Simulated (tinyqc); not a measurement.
Comparisons within one model: band gaps under pressure and temperature from deformation potentials. A value that a table varies takes the place of the one given here.

Murnaghan: V/V0 = (1 + Bp P/B0)^(-1/Bp), B0 = (C11 + 2 C12)/3. Each gap moves by a ln(V/V0) with its volume potential a, and falls with temperature by aV T^2/(T + bV) (Varshni); the two effects are added. No change of phase is considered.

Constants: hc = 1239.841984 eV nm.

Values chosen for the exercise (near those of AlAs, the X and L potentials typical of such crystals; the results hold for these values, not for the real material): Eg = 3.14 eV (gap at Gamma to the s-like level at 0 K, 0 GPa); EgX = 2.249 eV (gap to X at 0 K, 0 GPa); EgL = 2.426 eV (gap to L at 0 K, 0 GPa); C11 = 126.4 GPa; C12 = 53.7 GPa; Bp = 4.96 (pressure derivative of the bulk modulus); aG = -7.99 eV (volume potential of the Gamma gap); aX = 1.59 eV (volume potential of the X gap); aL = -2.98 eV (volume potential of the L gap); aV = (0.897, 0.69, 0.63) meV/K (Varshni alpha of Gamma, X, L); bV = (505, 491, 214) K (Varshni beta of Gamma, X, L); T = 200 K (temperature); P = 1.8 GPa (pressure).

## Gaps against pressure

The last column is the linear form E0 + c1 P for Gamma, c1 = -aG/B0.

Gaps (eV):

| P (GPa) | ln(V/V0) | Gamma | X | L | lowest | Gamma, linear |
|---|---|---|---|---|---|---|
| 0.00 | 0.0000 | 3.089 | 2.209 | 2.365 | X | 3.089 |
| 1.50 | -0.0184 | 3.236 | 2.180 | 2.420 | X | 3.243 |
| 3.00 | -0.0352 | 3.371 | 2.153 | 2.470 | X | 3.397 |
| 4.50 | -0.0508 | 3.495 | 2.128 | 2.516 | X | 3.550 |
| 6.00 | -0.0652 | 3.610 | 2.105 | 2.559 | X | 3.704 |
| 7.50 | -0.0787 | 3.718 | 2.084 | 2.600 | X | 3.858 |
| 9.00 | -0.0913 | 3.819 | 2.064 | 2.637 | X | 4.012 |
| 10.50 | -0.1032 | 3.914 | 2.045 | 2.673 | X | 4.166 |
| 12.00 | -0.1144 | 4.003 | 2.027 | 2.706 | X | 4.319 |

Over 12 GPa Gamma moves by +0.914, L by +0.341 and X by -0.182 eV. X stays lowest. The linear form overshoots by 316 meV at the end, because the crystal stiffens; the gap is linear in ln V, not in P.

## Gaps against temperature

At the pressure P; wavelength hc/E of the lowest gap.

Gaps (eV):

| T (K) | Gamma | X | L | lowest | wavelength (nm) |
|---|---|---|---|---|---|
| 0 | 3.3147 | 2.2142 | 2.4912 | X | 559.9 |
| 50 | 3.3107 | 2.2110 | 2.4852 | X | 560.7 |
| 100 | 3.2999 | 2.2026 | 2.4711 | X | 562.9 |
| 200 | 3.2638 | 2.1743 | 2.4303 | X | 570.2 |
| 300 | 3.2144 | 2.1357 | 2.3809 | X | 580.5 |
| 400 | 3.1561 | 2.0903 | 2.3270 | X | 593.1 |
| 500 | 3.0916 | 2.0402 | 2.2706 | X | 607.7 |
| 600 | 3.0225 | 1.9866 | 2.2125 | X | 624.1 |

From 0 to 100 K the Gamma gap falls by 14.8 meV, from 500 to 600 K by 69.1 meV: quadratic below bV, linear with a slope tending to aV = 0.897 meV/K above. X stays lowest. A pressure of 0.98 GPa, with the slope -aG/B0 at zero pressure, would undo the fall of the Gamma gap from 0 to 300 K.

## What each parameter does

Gaps at P and T. Each row changes one parameter from the base and keeps the others.

Results:

| case | Gamma (eV) | X (eV) | L (eV) |
|---|---|---|---|
| base | 3.2638 | 2.1743 | 2.4303 |
| T = 250 K | 3.2405 | 2.1560 | 2.4063 |
| C11 = 113.76 GPa | 3.2733 | 2.1724 | 2.4338 |
| C12 = 48.33 GPa | 3.2718 | 2.1727 | 2.4333 |
| Bp = 5.456 | 3.2629 | 2.1745 | 2.4300 |
| aG = -8.789 eV | 3.2813 | 2.1743 | 2.4303 |
| aX = 1.749 eV | 3.2638 | 2.1708 | 2.4303 |
| aL = -3.278 eV | 3.2638 | 2.1743 | 2.4368 |
| P = 1.98 GPa | 3.2803 | 2.1710 | 2.4364 |

The largest shifts from the base row, up to three for each result and ties (the steps differ in size, so this ranks the rows, not the parameters). Gamma (eV): T -0.0234, aG +0.0175, P +0.0165; unchanged at the printed digits by aX and aL. X (eV): T -0.0183, aX -0.0035, P -0.0033; unchanged at the printed digits by aG and aL. L (eV): T -0.0240, aL +0.0065, P +0.0061; unchanged at the printed digits by aG and aX.

tinyqc: `OMP_NUM_THREADS=1 python tinyqc.py 1081293 1081294 out.jsonl`; about 0.01 s, one thread, shared Intel(R) Xeon(R) Processor @ 2.30GHz.
